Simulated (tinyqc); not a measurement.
Worked calculation (part 2 of 3): UHF in the 6-31g basis, for H4, spin multiplicity 3. This run ends on a higher stationary point, not on the lowest solution. Computed by tinyqc, a small Python program that keeps every step (integrals from PySCF). Command: `OMP_NUM_THREADS=1 python tinyqc.py 30177 30178 out.jsonl` (the two numbers bound the seeds that draw the settings). One thread of a shared host (Intel(R) Xeon(R) Processor @ 2.60GHz), about 0.1 s of CPU time with the checks.

Geometry (angstrom):
```
atom        x        y        z
H     0.00000  0.00000  0.00000
H     0.00000  0.00000  1.55400
H     0.00000  1.41400  0.00000
H     0.00000  1.41400  1.55400
```

## Iteration 1: building the Fock matrix

D(alpha) at the start, order 1H 1s, 1H 2s, 2H 1s, 2H 2s, 3H 1s, 3H 2s, 4H 1s, 4H 2s:
```
[[0.21026, 0.21986, 0.04827, 0.05569, 0.05227, 0.03131, -0.10972, -0.13286],
 [0.21986, 0.23335, 0.05569, 0.06695, 0.03131, 0.00833, -0.13286, -0.15807],
 [0.04827, 0.05569, 0.21026, 0.21986, -0.10972, -0.13286, 0.05227, 0.03131],
 [0.05569, 0.06695, 0.21986, 0.23335, -0.13286, -0.15807, 0.03131, 0.00833],
 [0.05227, 0.03131, -0.10972, -0.13286, 0.21026, 0.21986, 0.04827, 0.05569],
 [0.03131, 0.00833, -0.13286, -0.15807, 0.21986, 0.23335, 0.05569, 0.06695],
 [-0.10972, -0.13286, 0.05227, 0.03131, 0.04827, 0.05569, 0.21026, 0.21986],
 [-0.13286, -0.15807, 0.03131, 0.00833, 0.05569, 0.06695, 0.21986, 0.23335]]
```

D(beta) at the start, order 1H 1s, 1H 2s, 2H 1s, 2H 2s, 3H 1s, 3H 2s, 4H 1s, 4H 2s:
```
[[0.05027, 0.04350, 0.05027, 0.04350, 0.05027, 0.04350, 0.05027, 0.04350],
 [0.04350, 0.03764, 0.04350, 0.03764, 0.04350, 0.03764, 0.04350, 0.03764],
 [0.05027, 0.04350, 0.05027, 0.04350, 0.05027, 0.04350, 0.05027, 0.04350],
 [0.04350, 0.03764, 0.04350, 0.03764, 0.04350, 0.03764, 0.04350, 0.03764],
 [0.05027, 0.04350, 0.05027, 0.04350, 0.05027, 0.04350, 0.05027, 0.04350],
 [0.04350, 0.03764, 0.04350, 0.03764, 0.04350, 0.03764, 0.04350, 0.03764],
 [0.05027, 0.04350, 0.05027, 0.04350, 0.05027, 0.04350, 0.05027, 0.04350],
 [0.04350, 0.03764, 0.04350, 0.03764, 0.04350, 0.03764, 0.04350, 0.03764]]
```

core Hamiltonian H = T + V (hartree), order 1H 1s, 1H 2s, 2H 1s, 2H 2s, 3H 1s, 3H 2s, 4H 1s, 4H 2s:
```
[[-1.22418, -1.11871, -0.13458, -0.42270, -0.20620, -0.50555, -0.01893, -0.18863],
 [-1.11871, -1.34704, -0.42270, -0.77542, -0.50555, -0.86473, -0.18863, -0.49220],
 [-0.13458, -0.42270, -1.22418, -1.11871, -0.01893, -0.18863, -0.20620, -0.50555],
 [-0.42270, -0.77542, -1.11871, -1.34704, -0.18863, -0.49220, -0.50555, -0.86473],
 [-0.20620, -0.50555, -0.01893, -0.18863, -1.22418, -1.11871, -0.13458, -0.42270],
 [-0.50555, -0.86473, -0.18863, -0.49220, -1.11871, -1.34704, -0.42270, -0.77542],
 [-0.01893, -0.18863, -0.20620, -0.50555, -0.13458, -0.42270, -1.22418, -1.11871],
 [-0.18863, -0.49220, -0.50555, -0.86473, -0.42270, -0.77542, -1.11871, -1.34704]]
```

nuclear repulsion = 1.9332665 hartree

Given earlier and not repeated: Two-electron integrals (ij|kl) in chemists' order.

J_ij = sum D_kl (ij|kl) with D = D(alpha) + D(beta), K_ij = sum D_kl (ik|jl) for each spin; F = H + J - K(s); E = tr D H + tr D J / 2 - 0.5 sum_s tr D(s) K(s) + E_nn.

Coulomb J (hartree), order 1H 1s, 1H 2s, 2H 1s, 2H 2s, 3H 1s, 3H 2s, 4H 1s, 4H 2s:
```
[[1.79841, 1.10529, 0.08096, 0.36774, 0.13459, 0.44710, 0.00819, 0.14953],
 [1.10529, 1.44725, 0.36774, 0.76869, 0.44710, 0.86270, 0.14953, 0.45915],
 [0.08096, 0.36774, 1.79841, 1.10529, 0.00819, 0.14953, 0.13459, 0.44710],
 [0.36774, 0.76869, 1.10529, 1.44725, 0.14953, 0.45915, 0.44710, 0.86270],
 [0.13459, 0.44710, 0.00819, 0.14953, 1.79841, 1.10529, 0.08096, 0.36774],
 [0.44710, 0.86270, 0.14953, 0.45915, 1.10529, 1.44725, 0.36774, 0.76869],
 [0.00819, 0.14953, 0.13459, 0.44710, 0.08096, 0.36774, 1.79841, 1.10529],
 [0.14953, 0.45915, 0.44710, 0.86270, 0.36774, 0.76869, 1.10529, 1.44725]]
```

exchange K(alpha) (hartree), order 1H 1s, 1H 2s, 2H 1s, 2H 2s, 3H 1s, 3H 2s, 4H 1s, 4H 2s:
```
[[0.60527, 0.47131, 0.09718, 0.19281, 0.12816, 0.22828, -0.03784, 0.05365],
 [0.47131, 0.46578, 0.19281, 0.27885, 0.22828, 0.31238, 0.05365, 0.16361],
 [0.09718, 0.19281, 0.60527, 0.47131, -0.03784, 0.05365, 0.12816, 0.22828],
 [0.19281, 0.27885, 0.47131, 0.46578, 0.05365, 0.16361, 0.22828, 0.31238],
 [0.12816, 0.22828, -0.03784, 0.05365, 0.60527, 0.47131, 0.09718, 0.19281],
 [0.22828, 0.31238, 0.05365, 0.16361, 0.47131, 0.46578, 0.19281, 0.27885],
 [-0.03784, 0.05365, 0.12816, 0.22828, 0.09718, 0.19281, 0.60527, 0.47131],
 [0.05365, 0.16361, 0.22828, 0.31238, 0.19281, 0.27885, 0.47131, 0.46578]]
```

exchange K(beta) (hartree), order 1H 1s, 1H 2s, 2H 1s, 2H 2s, 3H 1s, 3H 2s, 4H 1s, 4H 2s:
```
[[0.20132, 0.19673, 0.08659, 0.13772, 0.09666, 0.14786, 0.06485, 0.11249],
 [0.19673, 0.23769, 0.13772, 0.19898, 0.14786, 0.20806, 0.11249, 0.17763],
 [0.08659, 0.13772, 0.20132, 0.19673, 0.06485, 0.11249, 0.09666, 0.14786],
 [0.13772, 0.19898, 0.19673, 0.23769, 0.11249, 0.17763, 0.14786, 0.20806],
 [0.09666, 0.14786, 0.06485, 0.11249, 0.20132, 0.19673, 0.08659, 0.13772],
 [0.14786, 0.20806, 0.11249, 0.17763, 0.19673, 0.23769, 0.13772, 0.19898],
 [0.06485, 0.11249, 0.09666, 0.14786, 0.08659, 0.13772, 0.20132, 0.19673],
 [0.11249, 0.17763, 0.14786, 0.20806, 0.13772, 0.19898, 0.19673, 0.23769]]
```

F(alpha) (hartree), order 1H 1s, 1H 2s, 2H 1s, 2H 2s, 3H 1s, 3H 2s, 4H 1s, 4H 2s:
```
[[-0.03104, -0.48473, -0.15081, -0.24776, -0.19977, -0.28673, 0.02710, -0.09275],
 [-0.48473, -0.36557, -0.24776, -0.28558, -0.28673, -0.31441, -0.09275, -0.19666],
 [-0.15081, -0.24776, -0.03104, -0.48473, 0.02710, -0.09275, -0.19977, -0.28673],
 [-0.24776, -0.28558, -0.48473, -0.36557, -0.09275, -0.19666, -0.28673, -0.31441],
 [-0.19977, -0.28673, 0.02710, -0.09275, -0.03104, -0.48473, -0.15081, -0.24776],
 [-0.28673, -0.31441, -0.09275, -0.19666, -0.48473, -0.36557, -0.24776, -0.28558],
 [0.02710, -0.09275, -0.19977, -0.28673, -0.15081, -0.24776, -0.03104, -0.48473],
 [-0.09275, -0.19666, -0.28673, -0.31441, -0.24776, -0.28558, -0.48473, -0.36557]]
```

F(beta) (hartree), order 1H 1s, 1H 2s, 2H 1s, 2H 2s, 3H 1s, 3H 2s, 4H 1s, 4H 2s:
```
[[0.37291, -0.21015, -0.14022, -0.19267, -0.16827, -0.20631, -0.07559, -0.15159],
 [-0.21015, -0.13748, -0.19267, -0.20571, -0.20631, -0.21009, -0.15159, -0.21068],
 [-0.14022, -0.19267, 0.37291, -0.21015, -0.07559, -0.15159, -0.16827, -0.20631],
 [-0.19267, -0.20571, -0.21015, -0.13748, -0.15159, -0.21068, -0.20631, -0.21009],
 [-0.16827, -0.20631, -0.07559, -0.15159, 0.37291, -0.21015, -0.14022, -0.19267],
 [-0.20631, -0.21009, -0.15159, -0.21068, -0.21015, -0.13748, -0.19267, -0.20571],
 [-0.07559, -0.15159, -0.16827, -0.20631, -0.14022, -0.19267, 0.37291, -0.21015],
 [-0.15159, -0.21068, -0.20631, -0.21009, -0.19267, -0.20571, -0.21015, -0.13748]]
```

total energy of this density = -1.9199227 hartree

## Iteration 1: diagonalisation and new density

X, order 1H 1s, 1H 2s, 2H 1s, 2H 2s, 3H 1s, 3H 2s, 4H 1s, 4H 2s:
```
[[-0.47895, -0.58807, -0.61014, 0.69398, 0.47523, 0.34281, 0.31135, 0.14929],
 [1.34514, 0.78538, 0.74044, -0.42778, 0.16921, 0.25668, 0.25656, 0.24219],
 [0.47895, -0.58807, 0.61014, 0.69398, -0.47523, 0.34281, -0.31135, 0.14929],
 [-1.34514, 0.78538, -0.74044, -0.42778, -0.16921, 0.25668, -0.25656, 0.24219],
 [0.47895, 0.58807, -0.61014, 0.69398, -0.47523, -0.34281, 0.31135, 0.14929],
 [-1.34514, -0.78538, 0.74044, -0.42778, -0.16921, -0.25668, 0.25656, 0.24219],
 [-0.47895, 0.58807, 0.61014, 0.69398, 0.47523, -0.34281, -0.31135, 0.14929],
 [1.34514, -0.78538, -0.74044, -0.42778, 0.16921, -0.25668, -0.25656, 0.24219]]
```

Diagonalise F' = X^T F X, C = X C', fill 3 alpha and 1 beta electrons from the bottom; D(s) = C_occ C_occ^T. Each column has its largest component positive (the first on a tie).

F' = X^T F X (alpha) (hartree):
```
[[0.81291, 0.00000, 0.00000, 0.00000, -0.37721, 0.00000, 0.00000, 0.00000],
 [0.00000, 0.94602, 0.00000, 0.00000, 0.00000, -0.27260, 0.00000, 0.00000],
 [0.00000, 0.00000, 0.96441, 0.00000, 0.00000, 0.00000, -0.19643, 0.00000],
 [0.00000, 0.00000, 0.00000, 1.10724, 0.00000, 0.00000, 0.00000, -0.12878],
 [-0.37721, 0.00000, 0.00000, 0.00000, 0.28983, 0.00000, 0.00000, 0.00000],
 [0.00000, -0.27260, 0.00000, 0.00000, 0.00000, -0.28974, 0.00000, 0.00000],
 [0.00000, 0.00000, -0.19643, 0.00000, 0.00000, 0.00000, -0.36900, 0.00000],
 [0.00000, 0.00000, 0.00000, -0.12878, 0.00000, 0.00000, 0.00000, -0.62595]]
```

orbital energies (alpha) (hartree): [-0.63546, -0.39733, -0.34720, 0.09236, 0.99274, 1.00349, 1.01038, 1.11676]

coefficients C (alpha), order 1H 1s, 1H 2s, 2H 1s, 2H 2s, 3H 1s, 3H 2s, 4H 1s, 4H 2s:
```
[[0.20003, 0.22105, 0.21415, 0.19890, -0.64834, -0.64613, -0.64473, 0.68109],
 [0.21001, 0.35965, 0.41316, 0.77378, 0.69623, 0.71555, 1.11324, -0.44447],
 [0.20003, -0.22105, 0.21415, -0.19890, 0.64834, -0.64613, 0.64473, 0.68109],
 [0.21001, -0.35965, 0.41316, -0.77378, -0.69623, 0.71555, -1.11324, -0.44447],
 [0.20003, 0.22105, -0.21415, -0.19890, -0.64834, 0.64613, 0.64473, 0.68109],
 [0.21001, 0.35965, -0.41316, -0.77378, 0.69623, -0.71555, -1.11324, -0.44447],
 [0.20003, -0.22105, -0.21415, 0.19890, 0.64834, 0.64613, -0.64473, 0.68109],
 [0.21001, -0.35965, -0.41316, 0.77378, -0.69623, -0.71555, 1.11324, -0.44447]]
```

F' = X^T F X (beta) (hartree):
```
[[0.85347, 0.00000, 0.00000, 0.00000, -0.40683, 0.00000, 0.00000, 0.00000],
 [0.00000, 1.01659, 0.00000, 0.00000, 0.00000, -0.34298, 0.00000, 0.00000],
 [0.00000, 0.00000, 1.03795, 0.00000, 0.00000, 0.00000, -0.28856, 0.00000],
 [0.00000, 0.00000, 0.00000, 1.22597, 0.00000, 0.00000, 0.00000, -0.00512],
 [-0.40683, 0.00000, 0.00000, 0.00000, 0.57898, 0.00000, 0.00000, 0.00000],
 [0.00000, -0.34298, 0.00000, 0.00000, 0.00000, 0.21284, 0.00000, 0.00000],
 [0.00000, 0.00000, -0.28856, 0.00000, 0.00000, 0.00000, 0.13502, 0.00000],
 [0.00000, 0.00000, 0.00000, -0.00512, 0.00000, 0.00000, 0.00000, -0.40029]]
```

orbital energies (beta) (hartree): [-0.40030, 0.05068, 0.08638, 0.28687, 1.12229, 1.14305, 1.14559, 1.22599]

coefficients C (beta), order 1H 1s, 1H 2s, 2H 1s, 2H 2s, 3H 1s, 3H 2s, 4H 1s, 4H 2s:
```
[[0.15148, 0.12768, 0.11820, 0.10668, 0.67299, 0.67035, -0.66623, 0.69350],
 [0.24084, 0.45398, 0.51253, 0.92200, -0.63873, -0.64809, 0.99396, -0.42855],
 [0.15148, -0.12768, 0.11820, -0.10668, -0.67299, 0.67035, 0.66623, 0.69350],
 [0.24084, -0.45398, 0.51253, -0.92200, 0.63873, -0.64809, -0.99396, -0.42855],
 [0.15148, 0.12768, -0.11820, -0.10668, 0.67299, -0.67035, 0.66623, 0.69350],
 [0.24084, 0.45398, -0.51253, -0.92200, -0.63873, 0.64809, -0.99396, -0.42855],
 [0.15148, -0.12768, -0.11820, 0.10668, -0.67299, -0.67035, -0.66623, 0.69350],
 [0.24084, -0.45398, -0.51253, 0.92200, 0.63873, 0.64809, 0.99396, -0.42855]]
```

D(alpha) after iteration 1, order 1H 1s, 1H 2s, 2H 1s, 2H 2s, 3H 1s, 3H 2s, 4H 1s, 4H 2s:
```
[[0.13474, 0.20999, 0.03701, 0.05098, 0.04302, 0.03303, -0.05471, -0.12597],
 [0.20999, 0.34415, 0.05098, 0.08545, 0.03303, 0.00275, -0.12597, -0.25594],
 [0.03701, 0.05098, 0.13474, 0.20999, -0.05471, -0.12597, 0.04302, 0.03303],
 [0.05098, 0.08545, 0.20999, 0.34415, -0.12597, -0.25594, 0.03303, 0.00275],
 [0.04302, 0.03303, -0.05471, -0.12597, 0.13474, 0.20999, 0.03701, 0.05098],
 [0.03303, 0.00275, -0.12597, -0.25594, 0.20999, 0.34415, 0.05098, 0.08545],
 [-0.05471, -0.12597, 0.04302, 0.03303, 0.03701, 0.05098, 0.13474, 0.20999],
 [-0.12597, -0.25594, 0.03303, 0.00275, 0.05098, 0.08545, 0.20999, 0.34415]]
```

D(beta) after iteration 1, order 1H 1s, 1H 2s, 2H 1s, 2H 2s, 3H 1s, 3H 2s, 4H 1s, 4H 2s:
```
[[0.02295, 0.03648, 0.02295, 0.03648, 0.02295, 0.03648, 0.02295, 0.03648],
 [0.03648, 0.05801, 0.03648, 0.05801, 0.03648, 0.05801, 0.03648, 0.05801],
 [0.02295, 0.03648, 0.02295, 0.03648, 0.02295, 0.03648, 0.02295, 0.03648],
 [0.03648, 0.05801, 0.03648, 0.05801, 0.03648, 0.05801, 0.03648, 0.05801],
 [0.02295, 0.03648, 0.02295, 0.03648, 0.02295, 0.03648, 0.02295, 0.03648],
 [0.03648, 0.05801, 0.03648, 0.05801, 0.03648, 0.05801, 0.03648, 0.05801],
 [0.02295, 0.03648, 0.02295, 0.03648, 0.02295, 0.03648, 0.02295, 0.03648],
 [0.03648, 0.05801, 0.03648, 0.05801, 0.03648, 0.05801, 0.03648, 0.05801]]
```

## Iteration 2: building the Fock matrix

As before.

Coulomb J (hartree), order 1H 1s, 1H 2s, 2H 1s, 2H 2s, 3H 1s, 3H 2s, 4H 1s, 4H 2s:
```
[[1.73162, 1.07306, 0.07883, 0.35747, 0.13061, 0.43414, 0.00799, 0.14534],
 [1.07306, 1.42051, 0.35747, 0.75374, 0.43414, 0.84533, 0.14534, 0.44939],
 [0.07883, 0.35747, 1.73162, 1.07306, 0.00799, 0.14534, 0.13061, 0.43414],
 [0.35747, 0.75374, 1.07306, 1.42051, 0.14534, 0.44939, 0.43414, 0.84533],
 [0.13061, 0.43414, 0.00799, 0.14534, 1.73162, 1.07306, 0.07883, 0.35747],
 [0.43414, 0.84533, 0.14534, 0.44939, 1.07306, 1.42051, 0.35747, 0.75374],
 [0.00799, 0.14534, 0.13061, 0.43414, 0.07883, 0.35747, 1.73162, 1.07306],
 [0.14534, 0.44939, 0.43414, 0.84533, 0.35747, 0.75374, 1.07306, 1.42051]]
```

exchange K(alpha) (hartree), order 1H 1s, 1H 2s, 2H 1s, 2H 2s, 3H 1s, 3H 2s, 4H 1s, 4H 2s:
```
[[0.54476, 0.45252, 0.09357, 0.18760, 0.12413, 0.22206, -0.02938, 0.05318],
 [0.45252, 0.47428, 0.18760, 0.28216, 0.22206, 0.31576, 0.05318, 0.16203],
 [0.09357, 0.18760, 0.54476, 0.45252, -0.02938, 0.05318, 0.12413, 0.22206],
 [0.18760, 0.28216, 0.45252, 0.47428, 0.05318, 0.16203, 0.22206, 0.31576],
 [0.12413, 0.22206, -0.02938, 0.05318, 0.54476, 0.45252, 0.09357, 0.18760],
 [0.22206, 0.31576, 0.05318, 0.16203, 0.45252, 0.47428, 0.18760, 0.28216],
 [-0.02938, 0.05318, 0.12413, 0.22206, 0.09357, 0.18760, 0.54476, 0.45252],
 [0.05318, 0.16203, 0.22206, 0.31576, 0.18760, 0.28216, 0.45252, 0.47428]]
```

exchange K(beta) (hartree), order 1H 1s, 1H 2s, 2H 1s, 2H 2s, 3H 1s, 3H 2s, 4H 1s, 4H 2s:
```
[[0.17328, 0.18549, 0.07825, 0.13247, 0.08689, 0.14146, 0.05876, 0.10891],
 [0.18549, 0.24451, 0.13247, 0.20629, 0.14146, 0.21487, 0.10891, 0.18459],
 [0.07825, 0.13247, 0.17328, 0.18549, 0.05876, 0.10891, 0.08689, 0.14146],
 [0.13247, 0.20629, 0.18549, 0.24451, 0.10891, 0.18459, 0.14146, 0.21487],
 [0.08689, 0.14146, 0.05876, 0.10891, 0.17328, 0.18549, 0.07825, 0.13247],
 [0.14146, 0.21487, 0.10891, 0.18459, 0.18549, 0.24451, 0.13247, 0.20629],
 [0.05876, 0.10891, 0.08689, 0.14146, 0.07825, 0.13247, 0.17328, 0.18549],
 [0.10891, 0.18459, 0.14146, 0.21487, 0.13247, 0.20629, 0.18549, 0.24451]]
```

F(alpha) (hartree), order 1H 1s, 1H 2s, 2H 1s, 2H 2s, 3H 1s, 3H 2s, 4H 1s, 4H 2s:
```
[[-0.03732, -0.49817, -0.14932, -0.25283, -0.19972, -0.29347, 0.01844, -0.09647],
 [-0.49817, -0.40082, -0.25283, -0.30385, -0.29347, -0.33516, -0.09647, -0.20485],
 [-0.14932, -0.25283, -0.03732, -0.49817, 0.01844, -0.09647, -0.19972, -0.29347],
 [-0.25283, -0.30385, -0.49817, -0.40082, -0.09647, -0.20485, -0.29347, -0.33516],
 [-0.19972, -0.29347, 0.01844, -0.09647, -0.03732, -0.49817, -0.14932, -0.25283],
 [-0.29347, -0.33516, -0.09647, -0.20485, -0.49817, -0.40082, -0.25283, -0.30385],
 [0.01844, -0.09647, -0.19972, -0.29347, -0.14932, -0.25283, -0.03732, -0.49817],
 [-0.09647, -0.20485, -0.29347, -0.33516, -0.25283, -0.30385, -0.49817, -0.40082]]
```

F(beta) (hartree), order 1H 1s, 1H 2s, 2H 1s, 2H 2s, 3H 1s, 3H 2s, 4H 1s, 4H 2s:
```
[[0.33416, -0.23114, -0.13400, -0.19769, -0.16248, -0.21287, -0.06970, -0.15220],
 [-0.23114, -0.17105, -0.19769, -0.22798, -0.21287, -0.23427, -0.15220, -0.22740],
 [-0.13400, -0.19769, 0.33416, -0.23114, -0.06970, -0.15220, -0.16248, -0.21287],
 [-0.19769, -0.22798, -0.23114, -0.17105, -0.15220, -0.22740, -0.21287, -0.23427],
 [-0.16248, -0.21287, -0.06970, -0.15220, 0.33416, -0.23114, -0.13400, -0.19769],
 [-0.21287, -0.23427, -0.15220, -0.22740, -0.23114, -0.17105, -0.19769, -0.22798],
 [-0.06970, -0.15220, -0.16248, -0.21287, -0.13400, -0.19769, 0.33416, -0.23114],
 [-0.15220, -0.22740, -0.21287, -0.23427, -0.19769, -0.22798, -0.23114, -0.17105]]
```

total energy of this density = -1.9773727 hartree

## Iteration 2: DIIS over 2 matrices

error matrix X^T (FDS - SDF) X (alpha):
```
[[0.00000, 0.00000, 0.00000, 0.00000, 0.00000, 0.00000, 0.00000, 0.00000],
 [0.00000, 0.00000, 0.00000, 0.00000, 0.00000, -0.02751, 0.00000, 0.00000],
 [0.00000, 0.00000, 0.00000, 0.00000, 0.00000, 0.00000, -0.02651, 0.00000],
 [0.00000, 0.00000, 0.00000, 0.00000, 0.00000, 0.00000, 0.00000, 0.01721],
 [0.00000, 0.00000, 0.00000, 0.00000, 0.00000, 0.00000, 0.00000, 0.00000],
 [0.00000, 0.02751, 0.00000, 0.00000, 0.00000, 0.00000, 0.00000, 0.00000],
 [0.00000, 0.00000, 0.02651, 0.00000, 0.00000, 0.00000, 0.00000, 0.00000],
 [0.00000, 0.00000, 0.00000, -0.01721, 0.00000, 0.00000, 0.00000, 0.00000]]
```

B (overlaps of the stored error matrices):
```
[[1.4482303e-01, 2.3301040e-02],
 [2.3301040e-02, 4.1326971e-03]]
```

Minimise |sum c_i e_i|^2 with sum c_i = 1: solve [B -1; -1 0][c; lambda] = [0; -1] with B_ij = tr e_i^T e_j summed over both spins, and take F = sum c_i F_i.

DIIS coefficients: [-0.18728, 1.18728]

extrapolated F(alpha) (hartree), order 1H 1s, 1H 2s, 2H 1s, 2H 2s, 3H 1s, 3H 2s, 4H 1s, 4H 2s:
```
[[-0.03850, -0.50069, -0.14904, -0.25378, -0.19971, -0.29474, 0.01682, -0.09717],
 [-0.50069, -0.40742, -0.25378, -0.30727, -0.29474, -0.33905, -0.09717, -0.20638],
 [-0.14904, -0.25378, -0.03850, -0.50069, 0.01682, -0.09717, -0.19971, -0.29474],
 [-0.25378, -0.30727, -0.50069, -0.40742, -0.09717, -0.20638, -0.29474, -0.33905],
 [-0.19971, -0.29474, 0.01682, -0.09717, -0.03850, -0.50069, -0.14904, -0.25378],
 [-0.29474, -0.33905, -0.09717, -0.20638, -0.50069, -0.40742, -0.25378, -0.30727],
 [0.01682, -0.09717, -0.19971, -0.29474, -0.14904, -0.25378, -0.03850, -0.50069],
 [-0.09717, -0.20638, -0.29474, -0.33905, -0.25378, -0.30727, -0.50069, -0.40742]]
```

extrapolated F(beta) (hartree), order 1H 1s, 1H 2s, 2H 1s, 2H 2s, 3H 1s, 3H 2s, 4H 1s, 4H 2s:
```
[[0.32690, -0.23507, -0.13284, -0.19864, -0.16140, -0.21409, -0.06860, -0.15231],
 [-0.23507, -0.17733, -0.19864, -0.23215, -0.21409, -0.23880, -0.15231, -0.23053],
 [-0.13284, -0.19864, 0.32690, -0.23507, -0.06860, -0.15231, -0.16140, -0.21409],
 [-0.19864, -0.23215, -0.23507, -0.17733, -0.15231, -0.23053, -0.21409, -0.23880],
 [-0.16140, -0.21409, -0.06860, -0.15231, 0.32690, -0.23507, -0.13284, -0.19864],
 [-0.21409, -0.23880, -0.15231, -0.23053, -0.23507, -0.17733, -0.19864, -0.23215],
 [-0.06860, -0.15231, -0.16140, -0.21409, -0.13284, -0.19864, 0.32690, -0.23507],
 [-0.15231, -0.23053, -0.21409, -0.23880, -0.19864, -0.23215, -0.23507, -0.17733]]
```
